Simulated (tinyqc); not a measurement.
Dopant redistribution at a moving silicon-oxide interface during parabolic oxidation: one step, computed by the program tinyqc.

Uniformly doped silicon is oxidised with x_ox = sqrt(B t); the interface advances into the silicon by alpha x_ox, alpha = 0.44. The dopant does not move in the oxide, and at the interface C(silicon) = m C(oxide).

Problem. Rates. D = D0 exp(-E/(k_B T)), converted with 1 cm^2/s = 3.6e11 um^2/h; B = B0 exp(-E_B/(k_B T)); s = alpha sqrt(B/(4 D)), the interface advance over 2 sqrt(D t). Temperatures in kelvin are T(C) + 273.15.

Inputs (values chosen for the exercise, modelled on boron in silicon under dry oxygen):
```
quantity                         value    unit
dopant prefactor D0               1.16  cm^2/s
dopant activation energy E        3.52      eV
oxidation prefactor B0             823  um^2/h
oxidation activation energy E_B   1.24      eV
temperature T                     1075       C
time t                             2.5       h
```

Constants: k_B = 8.617333262e-05 eV/K.

Give: D; B; s; oxide thickness; diffusion length 2 sqrt(D t).

Solution.

D = 0.028972 um^2/h

B = 0.019051 um^2/h

s = 0.17840

oxide thickness = 0.21824 um

diffusion length 2 sqrt(D t) = 0.53825 um

Diffusion outruns the interface. Caution: in this case the oxide is not much thicker than a typical Deal-Grove length A, so real growth is slower than parabolic. Caution: parabolic growth needs an oxide much thicker than the Deal-Grove length A, which fails for thin films and low temperatures; oxidation-enhanced or retarded diffusion is ignored.
